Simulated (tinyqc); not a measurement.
Scattering of inversion-layer electrons by surface optical phonons of the gate insulator (remote phonon scattering): one step, computed by the program tinyqc. Command: `OMP_NUM_THREADS=1 python tinyqc.py 3110014 3110015 out.jsonl sophonon walk`. One thread of a shared host (Intel(R) Xeon(R) Processor @ 2.30GHz), about 0.01 s of CPU time with the checks.

One subband with the Fang-Howard envelope; insulator and channel are half-spaces, the gate is far away, and an interlayer only moves the polar surface away by t (its own modes and its permittivity contrast are left out).

Problem. Surface modes and strengths. eps(w) = eps_inf + (eps_0s - eps_i) w1^2/(w1^2 - w^2) + (eps_i - eps_inf) w2^2/(w2^2 - w^2). Surface modes solve eps(w) + eps_s = 0, a quadratic in w^2; the strength of a mode is g = 2/(w d eps/dw). Occupation N = 1/(exp(hbar w/(k_B T)) - 1).

Inputs (values chosen for the exercise, modelled on AlN on silicon): static constant of the insulator eps_0s = 9.26; intermediate constant eps_i = 7.46; optical constant eps_inf = 4.8; hbar omega_TO1 = 83.2 meV; hbar omega_TO2 = 90 meV; constant of the channel eps_s = 11.7; temperature T = 250 K.

Constants: k_B = 8.617333262e-05 eV/K.

Give: hbar omega_SO; strengths g; occupations N; hbar omega g (2 N + 1).

Solution.

hbar omega_SO (meV): 1 85.001, 2 99.288

strengths g: 1 0.000844, 2 0.012052

occupations N: 1 0.019721, 2 0.010065

hbar omega g (2 N + 1) (meV): 1 0.0746, 2 1.2207

The upper mode has the larger hbar omega g N, the prefactor of absorption before the dependence on q: 0.00142 and 0.0120 meV.
